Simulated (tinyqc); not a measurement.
Permittivity and interface capacitance from two thicknesses.

Inverse problem. 1/C = t/(eps0 ek) + 2/ci for planar capacitors that differ only in thickness. Find ek, ci and the EOT of the interfaces, 2 x 3.9 eps0/ci.

Constants: eps0 = 8.8541878128e-14 F/cm where lengths are in cm. Results are converted to the units shown.

C at t = 14 and 43 nm (uF/cm^2): 4.7919799  1.6418103

Solution. 1/C is a straight line in t: the slope gives ek and the intercept 2/ci. A single thickness would give only the effective permittivity; when the interfaces are a small part of 1/C, ci needs very accurate data.

ek = 81.80
ci = 130.0 uF/cm^2
EOT of the interfaces = 0.05313 nm

Numbers from tinyqc (`OMP_NUM_THREADS=1 python tinyqc.py 2102148 2102149 out.jsonl`; about 0.01 s on one thread of a shared Intel Xeon 2.30GHz).
